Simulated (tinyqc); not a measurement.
Worked calculation: coupled-perturbed Hartree-Fock on RHF in the sto-3g basis, for H3+, spin multiplicity 1. One step of it, computed by the program tinyqc.

Problem. Coupled step 1. U_ai = -(mu_ai + sum_bj [4 (ai|bj) - (ab|ij) - (aj|bi)] U_bj) / (e_a - e_i); alpha = -4 sum U_ai mu_ai.

uncoupled U:
```
           i1
a2  -0.603511
a3   0.296841
```

dipole integrals <a|y|i> (bohr):
```
           i1
a2   0.520547
a3  -0.461365
```

orbital energies (hartree): MO1 -1.146293, MO2 -0.283763, MO3 0.407954

Two-electron integrals over orbitals (pq|rs), unique and non-zero (hartree):
```
(11|11) 0.617024    (21|11) -0.008248   (21|21) 0.144653    (22|11) 0.543523
(22|21) 0.011515    (22|22) 0.593668    (31|11) 0.084969    (31|21) 0.002300
(31|22) -0.034068   (31|31) 0.133793    (32|11) 0.003836    (32|21) -0.124459
(32|22) -0.010637   (32|31) -0.007285   (32|32) 0.132706    (33|11) 0.620657
(33|21) -0.013137   (33|22) 0.554193    (33|31) 0.097657    (33|32) 0.008684
(33|33) 0.667300
```

Give: U after step 1; polarisability.

Solution.

U after step 1:
```
         i1
a2  -0.6812
a3   0.3399
```

polarisability = 2.0457 bohr^3
